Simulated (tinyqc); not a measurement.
Inside a calculation. Model: off-state leakage of single and stacked transistors.

Program tinyqc, `OMP_NUM_THREADS=1 python tinyqc.py 2242106 2242107 out.jsonl`; Intel Xeon 2.30GHz, shared host, one thread, about 0.03 s. Printed values are rounded.

n-channel devices of unit width. Subthreshold current I(Vg, Vs, Vd) = I0 (T/300 K)^0.5 exp[(Vg - Vs - VT(T) - gb (Vs - Vb) + dd (Vd - Vs))/(nf Vt)] (1 - exp(-(Vd - Vs)/Vt)), VT(T) = VT - cT (T - 300 K). Gate-edge tunnelling Ig (Vd/1 V) exp(ag (Vd - 1 V)), for a gate at 0 V, and band-to-band leakage Ab u exp(-Bb/u), u = Vd - Vb + 1 V, flow at a drain held at V; both are taken as independent of T. In a stack of off transistors (all gates at 0 V) the same subthreshold current passes through each.

Inputs (values chosen for the exercise); values of the order met in bulk silicon logic transistors:
- T = 398 K (temperature)
- V = 1.2 V (supply voltage)
- VT = 0.47 V (threshold at 300 K, zero drain and body bias)
- cT = 0.5 mV/K (fall of the threshold with temperature)
- I0 = 0.96 uA/um (current at threshold at 300 K)
- nf = 1.3 (slope factor)
- dd = 0.05 (drain-induced lowering per volt)
- gb = 0.18 (rise of the threshold per volt of source-body bias)
- Ig = 1e-5 uA/um (gate-edge tunnelling current at 1 V)
- ag = 5 1/V (exponential slope of the gate current)
- Ab = 60 uA/(um V) (prefactor of band-to-band leakage at the drain)
- Bb = 28 V (its exponential voltage)
- Vb = 0 V (body voltage)

Constants: q = 1.602176634e-19 C, kB = 1.380649e-23 J/K, Vt = kB T/q. Results are converted to the units shown.

## Leakage of one transistor

Vg = Vs = 0, Vd = V; effective threshold VT(T) - gb Vb - dd V.

effective threshold = 0.361 V
parts (nA/um): subthreshold 0.336745, gate edge 0.0326194, band-to-band 0.391913
total = 0.761277 nA/um
shares (%): subthreshold 44.2342, gate edge 4.28482, band-to-band 51.4810

The band-to-band part is the largest.

## Starting value

Vx = dd V/(1 + gb + 2 dd), the solution for Vx well above Vt, rounded to three decimals.

Vx at the start = 0.047 V

## Iteration 1: new Vx

Stack of two, Vx the node between them: I_low = I(0, 0, Vx), I_up = I(0, Vx, V), f = ln(I_up/I_low), f' = -(1 + gb + 2 dd)/(nf Vt) - 1/(Vt (exp(Vx/Vt) - 1)) - 1/(Vt (exp((V - Vx)/Vt) - 1)), Vx(new) = Vx - f/f'.

I_low = 0.0689429 nA/um
I_up = 0.0920870 nA/um
f = 0.289454
f' = -38.6365 1/V
Vx after iteration 1 = 0.0544917 V

## Iteration 2: new Vx

As before.

I_low = 0.0741699 nA/um
I_up = 0.0748928 nA/um
f = 0.00970030
f' = -36.1886 1/V
Vx after iteration 2 = 0.0547598 V

## Course of the iteration

Stop when the step is below 1e-11 V, or after 40 iterations.

Course of the iteration:

| iteration | Vx before the step (V) | step (V) |
|---|---|---|
| 1 | 0.047 | 7.49e-3 |
| 2 | 0.0544917 | 2.68e-4 |
| 3 | 0.0547598 | 2.72e-7 |
| 4 | 0.0547600 | 2.76e-13 |

Converged in 4 iterations. The subthreshold current of the stack is 0.07434 nA/um, 4.53 times less than that of one transistor (the drain leakage is unchanged); the estimate exp[dd V (1 + gb + dd)/((1 + gb + 2 dd) nf Vt)] gives 3.64.
